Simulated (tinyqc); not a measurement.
Froehlich polaron in a polar crystal: one step, computed by the program tinyqc. Command: `OMP_NUM_THREADS=1 python tinyqc.py 3009156 3009157 out.jsonl frohlich walk`. One thread of a shared host (Intel(R) Xeon(R) Processor @ 2.30GHz), about 0.05 s of CPU time with the checks.

One electron in a parabolic band of mass m*, coupled to dispersionless LO phonons in the continuum model. Energies are in units of hbar omega unless marked, wave numbers in k_0 = sqrt(2 m* omega/hbar).

Problem. Second-order perturbation theory. At T = 0 and k < k_0: E(k) = (k/k_0)^2 - alpha arcsin(k/k_0)/(k/k_0); so E(0) = -alpha, 1/m_p = (1 - alpha/6)/m*, and the mean number of phonons in the cloud at k = 0 is alpha/2. The Lee-Low-Pines variational state gives the same E(0) and m_p = m* (1 + alpha/6).

Inputs (values chosen for the exercise, modelled on lithium fluoride): LO phonon energy hbar omega = 84.5 meV; electron wave number k/k_0 = 0.82.

coupling constant alpha = 4.826474

Give: energy shift at k = 0; E(k); m*/m_p, second order; m_p/m*, Lee-Low-Pines; phonons in the cloud.

Solution.

energy shift at k = 0 = -407.8 meV

E(k) = -4.986 hbar omega

m*/m_p, second order = 0.1956

m_p/m*, Lee-Low-Pines = 1.804

phonons in the cloud = 2.413

Caution: second-order results are out of their range at this coupling; the perturbative mass diverges at alpha = 6.
